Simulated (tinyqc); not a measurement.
Pull-up strength from the switching point.

Inverse problem. Transistor (EKV form, voltages against the body): I = 2 n b Vt^2 [F(vp - Vs) - F(vp - Vd)] from drain to source, F(v) = ln^2(1 + exp(v/(2 Vt))), vp = (Vg - VT + sg |Vd - Vs|)/n. n-channel bodies are at 0; for the p-channel device all voltages are counted down from Vdd. b in uA/V^2 gives I in uA. In an inverter In(Vg = Vd = VM) equals Ip at the switching point VM. Find bp and the current there.

Parameters, values chosen for the exercise:
```
symbol,value,unit,meaning
T,300,K,temperature
Vdd,1.2,V,supply voltage
n,1.16,,slope factor
sg,0.086,,drain-induced barrier lowering
VTn,0.27,V,n-channel threshold
VTp,0.3,V,p-channel threshold (magnitude)
bn,730,uA/V^2,gain factor of the pull-down transistor
```

Constants: q = 1.602176634e-19 C, kB = 1.380649e-23 J/K, Vt = kB T/q. Results are converted to the units shown.

VM = 0.586187888 V

Answer. Ip is proportional to bp, so bp is In(VM) over the p-channel current for unit b.

bp = 730 uA/V^2
current at VM = 42.3 uA

Numbers from tinyqc (`OMP_NUM_THREADS=1 python tinyqc.py 2340155 2340156 out.jsonl`; about 0.05 s on one thread of a shared Intel Xeon 2.30GHz).
